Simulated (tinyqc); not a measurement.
# Changing the strip width w

Model: square-lattice Ising model by mean field, Bethe lattice, transfer matrix, exact enumeration and Monte Carlo steps. Computed by tinyqc, a small Python program. Command: `OMP_NUM_THREADS=1 python tinyqc.py 3002311 3002312 out.jsonl ising sweep`. One thread of a shared host (Intel(R) Xeon(R) Processor @ 2.30GHz), about 0.1 s of CPU time with the checks.

H = -J sum over nearest pairs s_i s_j, s = +-1, no field, periodic boundaries; energies per site are in J. As a lattice gas or an alloy, s marks which species holds the site.

Inputs (values chosen for the exercise, for a model lattice): coupling J = 75.7 meV; temperature T = 1140 K.

Constants: k_B = 8.617333262e-05 eV/K.

Method:
- K = J/(k_B T). Onsager: k_B T_c/J = 2/ln(1 + sqrt 2); mean field: 4; Bethe lattice with z = 4: 2/ln 2.
- Strip of w sites, periodic across (for w = 2 the pair is joined by two bonds): T(s, s') = exp(K [sum_i s_i s'_i + (r(s) + r(s'))/2]), r(s) = sum_i s_i s_(i+1).
- With the eigenvalues l1 > l2: -f/(k_B T) = ln(l1)/w per site; xi = 1/ln(l1/l2) rows.

One run for each value:
```
strip width w  -f/(k_B T)  correlation length xi
2                  1.5676             1.0027e+01
3                  1.5476             3.9656e+01
4                  1.5443             1.4687e+02
5                  1.5437             5.1882e+02
6                  1.5435             1.7728e+03
7                  1.5435             5.9186e+03
8                  1.5435             1.9436e+04
```

Describe and explain the trends.

Over the rows, -f/(k_B T) falls from 1.568 to 1.543; correlation length xi rises from 10.0 to 19400 (exponent d ln y / d ln x 3.4 between the first rows and 8.9 between the last). xi/w goes from 5.01 to 2430: it grows with w, the mark of T below T_c. Where xi/w is the same for two widths lies the estimate of T_c.

Extremes, crossings and ranges named in words are read from the listed rows.
